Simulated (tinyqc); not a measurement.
What moves the results: complex band structure along [001] in sp3s* tight binding. A value that a table varies takes the place of the one given here.

For k = (0, 0, kz) the phase sums are g0 = cos(phi) and g3 = i sin(phi), phi = kz a/4, and the s, pz, s* orbitals of anion (a) and cation (c) decouple from px, py. With z = exp(i phi), H(z) = H0 + z T + T^T/z for any complex z. H0 is diagonal (Esa, Epa, Exa, Esc, Epc, Exc). The anion-cation block is B(z) = z U + W/z and the cation-anion block z W^T + U^T/z, where U has Vss/2 (s,s), Vsapc/2 (s,z), -Vscpa/2 (z,s), Vxx/2 (z,z), Vxapc/2 (s*,z), -Vpaxc/2 (z,s*), and W has the same values with the s-z and s*-z signs reversed. |z| = 1 is a band state, |z| < 1 decays along [001] as exp(-kappa d) over a distance d, kappa = -(4/a) ln|z|. No spin-orbit coupling.

Inputs chosen for the exercise (near a published set for Ge, fitted to gaps, whose masses and valley positions are rough (light masses up to twice too heavy); not measured data):

| symbol | value | unit | meaning |
|---|---|---|---|
| p | (-5.87, 1.605, -5.87, 1.605, 6.391, 6.391, -6.763, 1.609, 4.88, 5.447, 5.447, 5.227, 5.227) | eV | order Esa, Epa, Esc, Epc, Exa, Exc, Vss, Vxx, Vxy, Vsapc, Vscpa, Vxapc, Vpaxc |
| a | 5.662 | angstrom | lattice constant |
| Eg | 0.759 | eV | top of the energy range, the indirect gap |
| dE | 0.3 | eV | E - Ev |

## Two branches across an indirect gap

Ev = -0.00400 eV

The smallest kappa with Re kz = 0 and the smallest with Re kz > 0, at energies E from Ev; a dash: no such root.

Decay constants:

| E/Eg | E (eV) | kappa at Gamma (1/angstrom) | kappa off Gamma (1/angstrom) | its Re kz (2 pi/a) |
|---|---|---|---|---|
| 0.05 | 0.0379 | 0.0224 | 0.4000 | 0.784 |
| 0.20 | 0.1518 | 0.0421 | 0.3704 | 0.788 |
| 0.35 | 0.2656 | 0.0518 | 0.3375 | 0.791 |
| 0.50 | 0.3795 | 0.0567 | 0.2998 | 0.795 |
| 0.65 | 0.4934 | 0.0578 | 0.2553 | 0.799 |
| 0.80 | 0.6072 | 0.0551 | 0.1994 | 0.803 |
| 0.90 | 0.6831 | 0.0507 | 0.1495 | 0.806 |
| 0.97 | 0.7362 | 0.0460 | 0.0997 | 0.808 |

How do the results move?

The branch at Gamma decays more slowly on all rows listed; the other takes over only closer to its band edge, where its kappa goes to zero. The two differ in Re kz, so passing from one to the other needs kz from an abrupt interface, a steep field, a phonon or a defect. Valleys off the [001] axis, such as L, are not seen on these branches.

## Energy and lattice constant

The slowest root of the s-pz block and the heavy-hole branch, sinh^2(kappa a/4) = ((E - Epa)(E - Epc) - Vxx^2)/(Vxx^2 - Vxy^2), at E = Ev + dE with Ev the lower root of [[Epa, Vxx], [Vxx, Epc]]; the couplings are kept when a changes. Each row changes one parameter from the base and keeps the others.

Results:

| case | slowest kappa (1/angstrom) | heavy-hole kappa (1/angstrom) |
|---|---|---|
| base | 0.0537 | 0.1425 |
| dE = 0.33 eV | 0.0551 | 0.1486 |
| a = 5.832 angstrom | 0.0521 | 0.1383 |

How do the results move?

The largest shifts from the base row, up to three for each result and ties (the steps differ in size, so this ranks the rows, not the parameters). slowest kappa (1/angstrom): a -0.0016, dE +0.0014. heavy-hole kappa (1/angstrom): dE +0.0061, a -0.0042. With the couplings fixed, kappa a stays, so kappa scales as 1/a.

tinyqc: `OMP_NUM_THREADS=1 python tinyqc.py 1481814 1481815 out.jsonl`; about 0.01 s, one thread, shared Intel(R) Xeon(R) Processor @ 2.30GHz.
